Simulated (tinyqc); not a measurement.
Landau-Devonshire theory of a uniaxial ferroelectric: one step, computed by the program tinyqc. Command: `OMP_NUM_THREADS=1 python tinyqc.py 3013077 3013078 out.jsonl ferro walk`. One thread of a shared host (Intel(R) Xeon(R) Processor @ 2.30GHz), about 0.01 s of CPU time with the checks.

G(P) = (alpha/2) P^2 + (beta*/4) P^4 + (gamma/6) P^6 - E P per volume, SI units, one domain, P along the polar axis.

Question. A capacitor with imperfect screening. Between shorted electrodes with screening length lambda each, the depolarising field is -k P, k = 2 lambda/(eps_0 (d + 2 lambda eps_b)), so alpha turns into alpha + k. Ps^2 = [-beta* + sqrt(beta*^2 - 4 alpha gamma)]/(2 gamma). The polar state is the lowest uniform state while alpha + k < 0 (beta* > 0) or < 3 beta*^2/(16 gamma) (beta* < 0); setting the equality gives the critical thickness d_c.

Inputs (values chosen for the exercise, for a model ferroelectric):
```
quantity                       value  unit
Curie-Weiss temperature T0       560     K
temperature T                    302     K
film thickness d                  12    nm
screening length lambda        0.022    nm
background permittivity eps_b     20     -
```

Sample: free crystal.

alpha = -9.417000e+07 J m/C^2

beta* = 3.90e+09 J m^5/C^4

Constants: eps_0 = 8.8541878128e-12 F/m.

Give: depolarising coefficient k; polarisation of the film; size of the depolarising field; critical thickness d_c.

Answer.

depolarising coefficient k = 3.858e+08 J m/C^2

polarisation of the film = 0 microcoulomb/cm^2

size of the depolarising field = 0 MV/m

critical thickness d_c = 51.89 nm

The film is thinner than d_c, so the uniform polar state is not the lowest one; a real film may break into domains or be non-polar.
